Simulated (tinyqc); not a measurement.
Inside a calculation. Model: floating body of a partially depleted SOI transistor: body voltage and kink.

Numbers from tinyqc (`OMP_NUM_THREADS=1 python tinyqc.py 2182124 2182125 out.jsonl`; about 0.2 s on one thread of a shared Intel Xeon 2.30GHz). Printed values are rounded.

Source at 0 V. Channel current Ic = 2 nf K Vt^2 [F(0) - F(Vd)](1 + la Vd), F(V) = ln^2(1 + exp((Vg - VT - nf V)/(2 nf Vt))), VT = VT0 - gb Vb. Saturation voltage Vs = 2 Vt sqrt(F(0)) + 3 Vt, excess Ve = (Vd - Vs + sqrt((Vd - Vs)^2 + 0.0004 V^2))/2, multiplication M1 = Ai Ve exp(-Bl/Ve). Each junction passes D(v) = J1 (exp(v/Vt) - 1) + J2 (exp(v/(2 Vt)) - 1). Bipolar current Ib = bb J1 (exp(Vb/Vt) - 1). The body settles where M1 (Ic + Ib) = D(Vb) + D(Vb - Vd) + Vb/Rb; drain current Id = (1 + M1)(Ic + Ib) - D(Vb - Vd).

Values chosen for this exercise; values of the order met in partially depleted silicon-on-insulator transistors:

| symbol | value | unit | meaning |
|---|---|---|---|
| T | 358 | K | temperature |
| VT0 | 0.37 | V | threshold at zero body voltage |
| gb | 0.29 |  | fall of the threshold per volt of body voltage |
| nf | 1.42 |  | slope factor |
| K | 200 | uA/(V^2 um) | gain factor per width |
| la | 0.08 | 1/V | channel-length modulation factor |
| Ai | 2.94 | 1/V | impact-ionisation prefactor |
| Bl | 4.5 | V | impact-ionisation voltage |
| J1 | 2.3e-10 | uA/um | diffusion saturation current of each junction |
| J2 | 5.9e-8 | uA/um | recombination saturation current of each junction |
| bb | 0.5 |  | gain of the lateral bipolar transistor on the diffusion current |
| Rb | 1e9 | kohm um | resistance of a weak body tie to the source (1e9 stands for no tie, and the term is then dropped) |
| Vg | 0.65 | V | gate voltage |
| Vd | 2.5 | V | drain voltage |

Constants: q = 1.602176634e-19 C, kB = 1.380649e-23 J/K, Vt = kB T/q. Results are converted to the units shown.

Range of the model: The multiplication law is an empirical form chosen for the exercise; self-heating and capacitive coupling to the body are left out, and the linear laws are rough once Vb passes about 0.7 V or M1 about 0.1.

## Starting value

Vb = 0.88 V.

Vb at the start = 0.88 V

## Iteration 1: new Vb

Current into the body I_in = M1 (Ic + Ib) - D(Vb - Vd), current out I_out = D(Vb) + Vb/Rb; f = ln(I_in/I_out), s = df/dVb by central differences over 1e-5 V, Vb(new) = Vb - f/s.

Ic = 24.2237 uA/um
Ve = 2.03046 V
M1 = 0.650787
I_in = 198.751 uA/um
I_out = 562.446 uA/um
f = -1.04024
s = -2.80545 1/V
Vb after iteration 1 = 0.509206 V

## Iteration 2: new Vb

As before.

Ic = 15.5044 uA/um
Ve = 2.10586 V
M1 = 0.730689
I_in = 11.3301 uA/um
I_out = 0.00361583 uA/um
f = 8.04990
s = -30.3548 1/V
Vb after iteration 2 = 0.774399 V

## Iteration 3: new Vb

As before.

Ic = 21.5388 uA/um
Ve = 2.05197 V
M1 = 0.673137
I_in = 20.6713 uA/um
I_out = 18.3570 uA/um
f = 0.118735
s = -22.2341 1/V
Vb after iteration 3 = 0.779740 V

## Course of the iteration

Stop when the step is below 1e-10 V, or after 40 iterations.

Course of the iteration:
```
iteration  Vb before the step (V)  step (V)
1                            0.88    -0.371
2                        0.509206     0.265
3                        0.774399   5.34e-3
4                        0.779740   1.41e-4
5                        0.779881   1.02e-7
6                        0.779881  5.37e-14
```

Converged in 6 iterations.

## Drain current with floating and with grounded body

converged Vb = 0.779881 V

Id and VT at the converged Vb, Id at Vb = 0, their ratio, and the bipolar share Ib/(Ic + Ib).

VT = 0.143835 V
Id, floating = 54.5519 uA/um
Id, grounded = 12.5363 uA/um
ratio = 4.35152
bipolar share = 33.5705 %

The body rises to 0.780 V and lowers the threshold by 226 mV.
